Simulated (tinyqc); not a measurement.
Effective work function and flat-band voltage of a metal/high-k/SiO2/Si stack with a dipole layer: one step. Where the gate Fermi level points. Five cases, with inputs chosen for the exercise.

Problem. Position (EWF - chi)/Eg, 0 at the conduction and 1 at the valence edge; distances to both edges and to mid-gap; capacitance C = 3.9 eps0/EOT with eps0 = 8.8541878e-12 F/m.

Case 1.

Values chosen (out of a larger set: a stack on Si capped with a magnesium-like oxide; not measured data): chi = 4.051 eV (electron affinity of the channel); Eg = 1.123 eV (gap of the channel).

EWF = 4.265471 eV
EOT = 14.8763 angstrom

Case 2.

Values chosen (out of a larger set: a stack on Si capped with a lanthanum-like oxide; not measured data): chi = 4.045 eV (electron affinity of the channel); Eg = 1.124 eV (gap of the channel).

EWF = 4.784812 eV
EOT = 13.0743 angstrom

Case 3.

Values chosen (out of a larger set: a stack on Si capped with a magnesium-like oxide; not measured data): chi = 4.052 eV (electron affinity of the channel); Eg = 1.123 eV (gap of the channel).

EWF = 4.708478 eV
EOT = 15.0321 angstrom

Case 4.

Values chosen (out of a larger set: a stack on Si capped with an aluminium-like oxide; not measured data): chi = 4.061 eV (electron affinity of the channel); Eg = 1.125 eV (gap of the channel).

EWF = 4.747061 eV
EOT = 11.4960 angstrom

Case 5.

Values chosen (out of a larger set: a stack on Si capped with a titanium-like oxide; not measured data): chi = 4.041 eV (electron affinity of the channel); Eg = 1.121 eV (gap of the channel).

EWF = 4.380131 eV
EOT = 12.4933 angstrom

Give: position; EWF - chi, chi + Eg - EWF, EWF - mid-gap; C.

Solution.

Case 1.

position = 0.191

EWF - chi, chi + Eg - EWF, EWF - mid-gap (eV): [0.214, 0.909, -0.347]

C = 2.321 microF/cm^2

EWF lies 0.35 eV from mid-gap on the n side and 0.21 eV from the nearer edge; thin undoped bodies use values within about 0.3 eV of mid-gap.

Case 2.

position = 0.658

EWF - chi, chi + Eg - EWF, EWF - mid-gap (eV): [0.740, 0.384, 0.178]

C = 2.641 microF/cm^2

EWF lies 0.18 eV from mid-gap on the p side and 0.38 eV from the nearer edge; thin undoped bodies use values within about 0.3 eV of mid-gap.

Case 3.

position = 0.585

EWF - chi, chi + Eg - EWF, EWF - mid-gap (eV): [0.656, 0.467, 0.095]

C = 2.297 microF/cm^2

EWF lies 0.09 eV from mid-gap on the p side and 0.47 eV from the nearer edge; thin undoped bodies use values within about 0.3 eV of mid-gap.

Case 4.

position = 0.610

EWF - chi, chi + Eg - EWF, EWF - mid-gap (eV): [0.686, 0.439, 0.124]

C = 3.004 microF/cm^2

EWF lies 0.12 eV from mid-gap on the p side and 0.44 eV from the nearer edge; thin undoped bodies use values within about 0.3 eV of mid-gap.

Case 5.

position = 0.303

EWF - chi, chi + Eg - EWF, EWF - mid-gap (eV): [0.339, 0.782, -0.221]

C = 2.764 microF/cm^2

EWF lies 0.22 eV from mid-gap on the n side and 0.34 eV from the nearer edge; thin undoped bodies use values within about 0.3 eV of mid-gap.

Computed by tinyqc, one run a case: `OMP_NUM_THREADS=1 python tinyqc.py N N+1 out.jsonl` with N = 1880088, 1880124, 1880130, 1880274, 1880303; one thread of a shared Intel(R) Xeon(R) Processor @ 2.30GHz, about 0.01 s a run at most.
